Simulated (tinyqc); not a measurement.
# Electromigration in a confined line: Blech product, Korhonen stress evolution and Black's law, step by step

A worked calculation. Computed by tinyqc, a small Python program that keeps every step. Command: `OMP_NUM_THREADS=1 python tinyqc.py 3004889 3004890 out.jsonl emigr walk`. One thread of a shared host (Intel(R) Xeon(R) Processor @ 2.30GHz), about 0.01 s of CPU time with the checks. Intermediate numbers are printed to about 7 digits and carried at full precision; extremes and crossings named in words are read from the listed rows.

The electron wind pushes atoms from the cathode (x = 0) to the anode (x = L); blocking ends build a back stress (tension positive). The input rho is taken not to change with temperature. d sigma/dt = d/dx [kappa (d sigma/dx + G)], with zero flux at both ends and sigma = sigma_0 at t = 0.

Inputs (values chosen for the exercise, close to those used for copper lines):
```
quantity,value,unit
resistivity rho,2.89,micro-ohm cm
atomic volume Omega,11.8,angstrom^3
effective charge number Z*,1.6,-
prefactor D0,2.7e-08,m^2/s
activation energy E,0.934,eV
effective modulus B,33,GPa
critical stress sigma_c,180,MPa
initial stress sigma_0,44,MPa
current density j,0.81,MA/cm^2
line length L,10,um
test temperature T,280,C
"time as a fraction of L^2/kappa, s",0.072,-
use temperature T_u,125,C
use current density j_u,0.3,MA/cm^2
current exponent n,1.2,-
```

Start: thermal stress.

Constants: e = 1.602176634e-19 C; k_B = 8.617333262e-05 eV/K; k_B = 1.380649e-23 J/K.

## Driving force and diffusivities

G = Z* e rho j/Omega; D = D0 exp(-E/(k_B T)); kappa = D B Omega/(k_B T); drift velocity of an unconfined line v = D Z* e rho j/(k_B T). SI: 1 micro-ohm cm = 1e-8 ohm m, 1 MA/cm^2 = 1e10 A/m^2. Temperatures in kelvin are T(C) + 273.15.

stress gradient G = 5.085472 MPa/um

diffusivity D = 8.349137e-17 m^2/s

kappa = 4.257075e-15 m^2/s

drift velocity = 2.361735 nm/h

## Steady state and Blech product

At steady state sigma(x) = sigma_0 + G (L/2 - x). A void forms only if the cathode stress reaches sigma_c, that is if j L exceeds (j L)_c = 2 Omega (sigma_c - sigma_0)/(Z* e rho). Time scale tau = L^2/kappa.

steady cathode stress = 69.42736 MPa

j L = 810 A/cm

critical product (j L)_c = 4332.342 A/cm

tau = 6.525085 h

j L is 0.187 times the critical product: the back stress stops the flux first, and the line is immortal in this model.

## Series terms at the cathode

sigma(x, t) = sigma_0 + G L [1/2 - x/L - 4 sum_(m odd) cos(m pi x/L) exp(-m^2 pi^2 s)/(m pi)^2], s = t/tau, summed to m = 399. The terms at x = 0 are 4 exp(-m^2 pi^2 s)/(m pi)^2; tau = L^2/kappa.

terms for m = 1, 3, 5, 7: [0.1991341, 7.515983e-05, 3.122150e-10, 6.243754e-18]

cathode stress at time s = 59.29663 MPa

time t = 0.4698061 h

## Stress along the line

Steady state: sigma_0 + G L (1/2 - x/L). Take x/L = 0, 0.1, 0.2, 0.3, 0.4, 0.6, 0.8 and 1.

Stress (MPa):
```
x/L,at time s,steady state
0.0,59.29663,69.42736
0.1,54.70838,64.34189
0.2,51.06476,59.25641
0.3,48.22213,54.17094
0.4,45.95918,49.08547
0.6,42.04082,38.91453
0.8,36.93524,28.74359
1.0,28.70337,18.57264
```

## Finite line against the semi-infinite law

Semi-infinite line: sigma(0, t) = sigma_0 + 2 G L sqrt(s/pi). One-term form: keep m = 1 alone.

Cathode stress (MPa):
```
s,t (h),full series,semi-infinite,one term
0.002,1.305017e-02,46.56626,46.56626,49.21957
0.005,3.262542e-02,48.05762,48.05762,49.80912
0.01,6.525085e-02,49.73834,49.73834,50.75375
0.02,1.305017e-01,52.11524,52.11524,52.50873
0.05,3.262542e-01,56.81762,56.83132,56.84460
0.1,6.525085e-01,61.74529,62.14622,61.74561
0.2,1.305017e+00,66.56431,69.66264,66.56431
0.4,2.610034e+00,69.02965,80.29245,69.02965
0.8,5.220068e+00,69.41968,95.32527,69.41968
```

Among these rows the semi-infinite law holds to 1 % up to s = 0.1 and the one-term form from s = 0.02 on: the far end is felt once sqrt(kappa t) is no longer small against L, and by then the terms with m > 1 have nearly died out. The critical stress 180 MPa is not reached in these rows.

## Extrapolation by Black's law

Median life t50 = A j^(-n) exp(E/(k_B T)); acceleration factor = t50(use)/t50(test) = (j/j_u)^n exp[(E/k_B)(1/T_u - 1/T)].

current factor = 3.293340

temperature factor = 2055.130

acceleration factor = 6768.240

At the use current j_u L lies below the critical product, where Black's law does not apply: the line would not fail by this mechanism. Caution: the test j L lies below the critical product, so the line would not void in the test and the acceleration factor is formal. Caution: j_u L lies below the critical product, so the acceleration factor is formal: at use the line would not void.

Checks made by the program: series against a 200-cell finite-volume solution (on the scale of G L) (relative difference 8e-07).
